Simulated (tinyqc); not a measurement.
Velocity against current: domain walls in a thin film with perpendicular anisotropy: Bloch, Neel and chiral walls, motion and stripe domains. Computed by tinyqc, a small Python program. Command: `OMP_NUM_THREADS=1 python tinyqc.py 3015766 3015767 out.jsonl mwall walk`. One thread of a shared host (Intel(R) Xeon(R) Processor @ 2.30GHz), about 0.01 s of CPU time with the checks.

One-dimensional wall: polar angle theta(x), azimuth phi of the moment in the wall (phi = 0 Neel, 90 degrees Bloch). mu_0 = 1.25663706212e-6 T m/A, gamma = 1.76085963023e11 rad/(s T).

Inputs (values chosen for the exercise, for a model film):

| quantity | value | unit |
|---|---|---|
| saturation magnetisation M_s | 1090 | kA/m |
| exchange stiffness A | 13 | pJ/m |
| uniaxial anisotropy K_u | 1540 | kJ/m^3 |
| DMI constant D | 0.2 | mJ/m^2 |
| thickness t | 2.6 | nm |
| damping alpha | 0.19 | - |
| current density J | 0.12 | 1e12 A/m^2 |
| spin Hall angle theta_SH | 0.13 | - |

Drive: spin-orbit torque.

Constants: hbar = 1.054571817e-34 J s; e = 1.602176634e-19 C.

Method:
- K_eff = K_u - mu_0 M_s^2/2; Delta = sqrt(A/K_eff); sigma_0 = 4 sqrt(A K_eff); profile theta = 2 arctan exp(x/Delta); quality factor Q = 2 K_u/(mu_0 M_s^2).
- sigma(phi) = sigma_0 + 2 Delta K_D cos^2(phi) - pi D cos(phi), with the wall shape anisotropy K_D = N_x mu_0 M_s^2/2, N_x = t ln 2/(pi Delta). The minimum has cos(phi) = D/D_N for D < D_N = 4 Delta K_D/pi and phi = 0 beyond; sigma turns negative at D_c = (sigma_0 + 2 Delta K_D)/pi.
- Spin-orbit drive: B_SL = hbar theta_SH J/(2 e M_s t) acts as the field (pi/2) B_SL cos(phi). Steady state: v = (gamma Delta/alpha)(pi/2) B_SL cos(phi) = gamma Delta [B_D sin(phi) - (B_K/2) sin(2 phi)], B_K = 2 K_D/M_s, B_D = pi D/(2 M_s Delta); the root with phi between its rest value and 90 degrees; v saturates at v_D = gamma Delta B_D.

K_D = 105.799 kJ/m^3

width parameter Delta = 4.04762 nm

azimuth phi = 68.4811 degrees

saturation velocity v_D = 50.7514 m/s

Steady motion:

| J (1e12 A/m^2) | B_SL (mT) | phi (degrees) | v (m/s) | v at fixed rest phi (m/s) |
|---|---|---|---|---|
| 0.02 | 0.302 | 68.788 | 0.644 | 0.65 |
| 0.05 | 0.755 | 69.230 | 1.577 | 1.63 |
| 0.10 | 1.510 | 69.922 | 3.054 | 3.26 |
| 0.20 | 3.019 | 71.160 | 5.745 | 6.53 |
| 0.50 | 7.548 | 74.044 | 12.227 | 16.31 |
| 1.00 | 15.097 | 77.228 | 19.665 | 32.63 |
| 2.00 | 30.193 | 80.833 | 28.343 | 65.26 |
| 5.00 | 75.483 | 85.022 | 38.598 | 163.15 |

The linear law holds to 5 % in 2 of the eight rows; in the last row v is 76.1 % of v_D = pi gamma D/(2 M_s), which depends on neither alpha nor theta_SH. Caution: the formula for N_x assumes a film much thinner than the wall width. Caution: pinning, heating and tilting of the wall are left out.

Extremes, crossings and ranges named in words are read from the listed rows.
